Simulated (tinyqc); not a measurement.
## Dopant mobility from one pulse

Question. With linear drift and no window, R = Ron x + Roff (1 - x), dx/dt = k i, k = mv Ron/D^2, and so R^2 = R0^2 - 2 k (Roff - Ron) phi after the flux phi. Find x0, k, mv and the charge passed.

Values chosen for this exercise:
- Ron = 500 ohm (resistance of the fully doped film)
- Roff = 40000 ohm (resistance of the undoped film)
- D = 10 nm (film thickness)

R before and after a pulse of flux 0.063 V s (ohm): 27755.000  13156.748

Solution. R^2 is linear in the flux and R is linear in the charge.

x0 = 0.310
k = 1.20e5 1/C
mv = 2.40e-14 m^2/(V s)
charge = 3.08 uC

Program tinyqc, `OMP_NUM_THREADS=1 python tinyqc.py 2880009 2880010 out.jsonl`; Intel Xeon 2.30GHz, shared host, one thread, about 0.2 s.
